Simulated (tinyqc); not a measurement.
Thin-body transistor below threshold, two-dimensional Poisson equation on a small mesh: effect of the body thickness.

A thin body on a thick buried insulator of low permittivity, taken as carrying no normal field at the bottom of the body (row 0). Mobile charge is neglected (subthreshold), the body is fully depleted, and potentials are counted from the intrinsic level; rows run upward to the gate, columns from source to drain.

Mesh: rows i = 0..12 in the semiconductor (step hs = tb/12, row 12 on the interface), then 8 step(s) ho = tox/8 up to the gate row 20; columns j = 0..80 (step hy = L/80). Box integration, divided by eps0: up_i = eps hy/h of the interval above row i, dn_i = that of the interval below (0 for row 0), lat_i = (sum of eps h/2 over the intervals above and below)/hy, s_i = -q Na w_i hy/eps0 with w_i the semiconductor height of the box (hs/2 for row 0 and the interface row, hs between, 0 in the insulator). Each free node obeys (up + dn + 2 lat) psi = up psi(above) + dn psi(below) + lat [psi(left) + psi(right)] + s. Fixed values: gate row Vg - Vfb; column 0 at Vbi and the last column at Vbi + Vd in the semiconductor, each running linearly to Vg - Vfb across the insulator. The system is solved directly. On row 0 the minimum of psi and its place come from a parabola through the three lowest nodes; barrier = Vbi - minimum, swing = Vt ln 10/(d psi/dVg), DIBL = (d psi/dVd)/(d psi/dVg) there. Lambda = pi/k with k the smallest positive root of tan(k tox) tan(k tb) = eox/eps_r.

Inputs (values chosen for the exercise); semiconductor permittivity close to that of silicon: temperature T = 300 K; relative permittivity of the semiconductor eps_r = 11.9; relative permittivity of the insulator eox = 22; insulator thickness tox = 5.3 nm; channel length L = 43 nm; acceptor density of the depleted body Na = 4.8e17 cm^-3; potential of the source Vbi = 0.5 V; gate offset Vfb = -0.05 V; gate voltage Vg = -0.1 V; drain voltage Vd = 0.05 V.

Constants: q = 1.602176634e-19 C, kB = 1.380649e-23 J/K, Vt = kB T/q, eps0 = 8.8541878128e-14 F/cm where lengths are in cm. Results are converted to the units shown.

Result of one run:
```
tb (nm),L/Lambda,barrier (V),place y/L,swing (mV/decade),DIBL (mV/V)
4.2,2.689,0.5446,0.4949,61.70,17.50
```

What becomes of these results when the body thickness tb is changed from 4.2 to 3.2 nm, all else the same?

Result of the changed run:
```
tb (nm),L/Lambda,barrier (V),place y/L,swing (mV/decade),DIBL (mV/V)
3.2,2.966,0.5479,0.4954,60.84,10.52
```

The whole series:
```
tb (nm),L/Lambda,barrier (V),place y/L,swing (mV/decade),DIBL (mV/V)
2.4,3.208,0.5491,0.4957,60.36,6.684
3.2,2.966,0.5479,0.4954,60.84,10.52
4.2,2.689,0.5446,0.4949,61.70,17.50
5.5,2.374,0.5368,0.4943,63.36,30.84
7.3,2.020,0.5198,0.4934,66.75,58.11
9.6,1.682,0.4900,0.4921,73.02,108.6
```

As tb goes from 2.4 to 9.6 nm, the barrier falls from 0.549 to 0.490 V, the swing rises from 60.4 to 73.0 mV a decade and DIBL rises from 6.68 to 109 mV/V; the ideal swing is 59.5. L/Lambda goes from 3.2 to 1.7. For tb = 2.4 to 4.2 nm the body is under 5 nm thick, where quantum confinement matters.

Numbers from tinyqc (`OMP_NUM_THREADS=1 python tinyqc.py 2480139 2480140 out.jsonl`; about 0.1 s on one thread of a shared Intel Xeon 2.30GHz).
